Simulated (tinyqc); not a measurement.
What moves the optical constants: free-carrier optics of a doped semiconductor (Drude model with one polar phonon).

eps(E) = ei [1 - Ep^2/(E^2 + i E Gam)] + (es - ei) wT^2/(wT^2 - E^2 - i E gT), with Ep^2 = 8 pi c (e^2/(4 pi eps0)) N/(m ei), c = hbar^2/2m0, N in 1/angstrom^3 (1e-24 per 1/cm^3); Gam = hbar/tau, tau = mu m m0/e with m0/e = 5.685630e-12 kg/C and mu in m^2/(V s). Energies in meV.

n + i k = sqrt(eps1 + i eps2) with k >= 0; R = ((n - 1)^2 + k^2)/((n + 1)^2 + k^2) at normal incidence from vacuum; alpha = 2 E k/(hbar c), times 1e8 for 1/cm; loss function Im(-1/eps) = eps2/(eps1^2 + eps2^2).

Constants: hbar^2/2m0 = 3.80998211 eV angstrom^2; e^2/(4 pi eps0) = 14.39964547 eV angstrom; hbar = 6.58211957e-16 eV s; hbar c = 1973.269805 eV angstrom.

Inputs chosen for the exercise (mass and dielectric values near those of InSb; N and mu are free inputs; interband absorption and the rise of the mass with filling are left out; not measured data): N = 1.7e+17 1/cm^3 (carrier density); m = 0.0128 m0 (conductivity mass); mu = 15000 cm^2/(V s) (mobility); ei = 16.12 (high-frequency dielectric constant); wT = 22.5 meV (TO phonon); es = 17.24 (static dielectric constant); gT = 0.2 meV (phonon damping); E = 41.6 meV (photon energy).

At the energy E.

Results for these values:

| case | Ep (meV) | Gam (meV) | R | alpha (1/cm) |
|---|---|---|---|---|
| base | 33.70 | 6.03 | 0.1665 | 1.37e+03 |

What happens to each result for mu = 9000 cm^2/(V s), all else kept?

Answer: Ep does not change at the printed digits; Gam rises from 6.03 to 10.05; R rises from 0.1665 to 0.1909; alpha rises from 1.37e+03 to 2.10e+03.

The same for each parameter in turn:

| case | Ep (meV) | Gam (meV) | R | alpha (1/cm) |
|---|---|---|---|---|
| base | 33.70 | 6.03 | 0.1665 | 1.37e+03 |
| N = 2.55e+17 1/cm^3 | 41.28 | 6.03 | 0.1991 | 4.37e+03 |
| m = 0.0154 m0 | 30.73 | 5.01 | 0.2068 | 833 |
| mu = 9000 cm^2/(V s) | 33.70 | 10.05 | 0.1909 | 2.10e+03 |
| ei = 16.93 | 32.89 | 6.03 | 0.1967 | 1.24e+03 |
| E = 49.9 meV | 33.70 | 6.03 | 0.2428 | 756 |

Computed by tinyqc, a small Python program: `OMP_NUM_THREADS=1 python tinyqc.py 1680338 1680339 out.jsonl` (the numbers bound the seed that draws the inputs); one thread of a shared host (Intel(R) Xeon(R) Processor @ 2.30GHz), about 0.01 s for the whole set of steps.
